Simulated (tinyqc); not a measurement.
Solubility, supersaturation, precipitation and gettering of an impurity in a silicon-like host. From one set of inputs to another, one input at a time. Computed by tinyqc, a small Python program. Command: `OMP_NUM_THREADS=1 python tinyqc.py 3012902 3012903 out.jsonl ripen ladder`. One thread of a shared host (Intel(R) Xeon(R) Processor @ 2.30GHz), about 0.01 s of CPU time with the checks.

The wafer was saturated at T1 and is then held at T.

The inputs printed are set A. Inputs not listed in the table keep their values of set A, so the rows need not describe a real material.

Inputs (values chosen for the exercise, modelled on chromium in silicon):

| quantity | value | unit |
|---|---|---|
| site density N0 | 5e+22 | 1/cm^3 |
| enthalpy of solution H | 2.86 | eV |
| entropy of solution S | 4.5 | k_B |
| diffusion prefactor D0 | 0.00055 | cm^2/s |
| migration energy Q | 0.809 | eV |
| temperature of saturation T1 | 1375 | K |
| anneal temperature T | 850 | K |
| sink density n | 1.5e+07 | 1/cm^3 |
| initial sink radius r0 | 10 | nm |
| impurity density in the precipitate C_p | 5.7e+22 | 1/cm^3 |
| interface energy gamma | 0.79 | J/m^2 |
| anneal time t | 170000 | s |

Constants: k_B = 8.617333262e-05 eV/K; k_B = 1.380649e-23 J/K.

Method:
- C_eq(T) = N0 exp(S/k_B - H/(k_B T)); D(T) = D0 exp(-Q/(k_B T)); C0 = C_eq(T1). Supersaturation s = C0/C_eq(T); critical radius r* = 2 gamma/(C_p k_B T ln s); barrier W* = (4 pi/3) gamma r*^2. Strain energy is left out.
- tau0 = 1/(4 pi n r0 D); C_fixed(t) = C_eq + (C0 - C_eq) exp(-t/tau0). If all excess precipitates, the final radius is r_f = [r0^3 + 3 (C0 - C_eq)/(4 pi n C_p)]^(1/3), with tau_f = 1/(4 pi n r_f D).
- Growing sinks: with y = r/r_f and y0 = r0/r_f, dy/dt = (1 - y^3)/(3 tau_f y), which integrates to t/tau_f = F(y) - F(y0), F(y) = (1/2) ln[(1 + y + y^2)/(1 - y)^2] - sqrt(3) arctan[(2y + 1)/sqrt(3)]; the share of the excess left is (1 - y^3)/(1 - y0^3), and C(t) = C_eq + (C0 - C_eq) x share.

Each row keeps all changes above it:

| input moved | from | to | tau_f (s) | critical radius r* (nm) | radius at t (nm) |
|---|---|---|---|---|---|
| set A | - | - | 1.733e+05 | 0.1584 | 26.70 |
| temperature of saturation T1 (K) | 1375 | 1225 | 4.119e+05 | 0.1976 | 11.62 |
| migration energy Q (eV) | 0.809 | 0.652 | 4.830e+04 | 0.1976 | 14.53 |
| anneal temperature T (K) | 850 | 738 | 1.865e+05 | 0.1522 | 12.82 |
| sink density n (1/cm^3) | 15000000 | 14000000 | 1.966e+05 | 0.1522 | 12.87 |
| impurity density in the precipitate C_p (1/cm^3) | 5.7e+22 | 4.4e+22 | 1.847e+05 | 0.1971 | 13.58 |
| entropy of solution S (k_B) | 4.5 | 7.7 | 6.969e+04 | 0.1971 | 39.68 |
| initial sink radius r0 (nm) | 10 | 14 | 6.915e+04 | 0.1971 | 40.22 |

Where does the difference come from?

tau_f goes from 173000 to 69100, a factor 0.399 in all. The largest single move comes from migration energy Q (a factor 0.117), and anneal temperature T works against it (a factor 3.86). Critical radius r* goes from 0.158 to 0.197, a factor 1.24 in all. The largest single move comes from anneal temperature T (a factor 0.770), but it runs against the net change; the largest move in the direction of the net change is impurity density in the precipitate C_p (a factor 1.30). Radius at t goes from 26.7 to 40.2, a factor 1.51 in all. The largest single move comes from entropy of solution S (a factor 2.92), and temperature of saturation T1 works against it (a factor 0.435). The single moves hold for this order of the switches; the total does not depend on the order.

Caution (all rows): the barrier to homogeneous nucleation is below 35 k_B T for these inputs, so new precipitates would form and outnumber the fixed sinks assumed here. Caution (all rows): a critical radius of atomic size is outside the capillary model.

Extremes, crossings and ranges named in words are read from the listed rows.
